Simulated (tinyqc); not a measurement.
A discretised effective-mass wire between two leads, recursive Green functions: transmission against energy.

Finite differences on a grid of step a give a chain with hopping -t, t = C/(m a^2), C = hbar^2/(2 m0), and site energies 2 t + U_i for the N = 9 sites of the device; the semi-infinite leads have site energy 2 t. Each slice is one site, and V = -t couples neighbouring slices.

Sigma = t^2 g(E - 2 t), g(x) = (x - i sqrt(4 t^2 - x^2))/(2 t^2) for |x| < 2 t and (x - sign(x) sqrt(x^2 - 4 t^2))/(2 t^2) otherwise; Gamma = i (Sigma - Sigma^dagger); both leads give the same. Forward pass: g_1 = (E - H_1 - Sigma)^(-1), g_i = (E - H_i - V g_(i-1) V^dagger)^(-1), with Sigma also subtracted on the last slice; G_(i,1) = g_i V G_(i-1,1), starting from g_1. H_i is the block of slice i, its site energy. T(E) = Tr[Gamma G_(N,1) Gamma G_(N,1)^dagger].

Values chosen for this exercise:
- m = 0.041 m0 (effective mass)
- a = 0.76 nm (grid step)
- U = [0, 0.525, 0.9, 1.125, 1.2, 1.125, 0.9, 0.525, 0] eV (potential on the sites 1 to N)

Constants: q = 1.602176634e-19 C, hbar = 1.054571817e-34 J s, m0 = 9.1093837015e-31 kg, hbar^2/(2 m0) = 0.0380998212 eV nm^2. Results are converted to the units shown.

Results:
```
E (eV)	open modes	T(E)	T(E) per open mode
0.036	1	4.445e-5	4.445e-5
0.233	1	6.047e-4	6.047e-4
0.43	1	0.002517	0.002517
0.627	1	0.009025	0.009025
0.824	1	0.03235	0.03235
1.021	1	0.1207	0.1207
1.218	1	0.4156	0.4156
1.415	1	0.8585	0.8585
1.612	1	0.9973	0.9973
1.809	1	0.9958	0.9958
2.203	1	0.9999	0.9999
2.4	1	0.9981	0.9981
```

Estimate the missing row, E = 2.006 eV.

Computed row:
```
E (eV)	open modes	T(E)	T(E) per open mode
2.006	1	0.9962	0.9962
```

With this row back in the table: T(E) lies between 4.45e-5 (E = 0.036 eV) and 1.00 (E = 2.203 eV) in these rows. The leads offer 1 open mode(s), of which the mean share 0.49 is transmitted. In 8 of the 13 rows E exceeds 0.6 t, where the lattice band lies more than 5 % below the parabola at the same k, so the grid is coarse for a continuum model.

Computed by the program tinyqc: `OMP_NUM_THREADS=1 python tinyqc.py 2660039 2660040 out.jsonl`, one thread of a shared Intel Xeon 2.30GHz, about 0.02 s for the whole run.
